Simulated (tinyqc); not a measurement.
# From one set of inputs to another, one input at a time

Model: regular and subregular solution with a miscibility gap. Computed by tinyqc, a small Python program. Command: `OMP_NUM_THREADS=1 python tinyqc.py 3008098 3008099 out.jsonl regsol ladder`. One thread of a shared host (Intel(R) Xeon(R) Processor @ 2.30GHz), about 0.01 s of CPU time with the checks.

Per mole of mixing sites: G(x) = x (1 - x) [L0 + L1 (1 - 2x)] + R T [x ln x + (1 - x) ln(1 - x)], x the fraction of B.

The inputs printed are set A. Inputs not listed in the table keep their values of set A, so the rows need not describe a real material.

Inputs (values chosen for the exercise, for a model alloy):
```
quantity,value,unit
interaction L0,11.6,kJ/mol
size misfit eta = d ln a/dx,0.039,-
asymmetry L1,1,kJ/mol
temperature T,621,K
start value s0,0.05,-
```

Source of L0: given.

Constants: R = 8.314462618 J/(mol K).

Method:
- L0 and eta are given.
- The spinodal is G'' = 0, R T_s(x) = x (1 - x) [2 L0 + 6 L1 (1 - 2x)]; the critical point is its maximum.
- G' = L0 (1 - 2x) + L1 (1 - 6x + 6x^2) + R T ln[x/(1 - x)]; G'' = -2 L0 - 6 L1 (1 - 2x) + R T/[x (1 - x)].
- Common tangent: F1 = G'(x1) - G'(x2) = 0 and F2 = [G - x G'](x1) - [G - x G'](x2) = 0. Newton step: J = [[G''(x1), -G''(x2)], [-x1 G''(x1), x2 G''(x2)]], J dx = -F; a step that would leave 0 < x < 1 is halved until it stays inside. The start is x1 = s0, x2 = 1 - s0.
- Stop when the step is below 1e-12, or when x1 and x2 meet within 1e-5; residuals under 1e-7 are shown as 0.

Each row keeps all changes above it:
```
input moved,from,to,critical temperature T_c (K),solubility limit x2,critical composition x_c
set A,-,-,708.88,0.73672,0.43830
asymmetry L1 (kJ/mol),1,1.3,716.30,0.72969,0.42207
temperature T (K),621,304,716.30,0.98105,0.42207
interaction L0 (kJ/mol),11.6,10.1,628.56,0.96362,0.41236
```

Where does the difference come from?

Critical temperature T_c goes from 709 to 629, a factor 0.887 in all. The largest single move comes from interaction L0 (a factor 0.878). Solubility limit x2 goes from 0.737 to 0.964, a factor 1.31 in all. The largest single move comes from temperature T (a factor 1.34). Critical composition x_c goes from 0.438 to 0.412, a factor 0.941 in all. The largest single move comes from asymmetry L1 (a factor 0.963). The single moves hold for this order of the switches; the total does not depend on the order.

Extremes, crossings and ranges named in words are read from the listed rows.
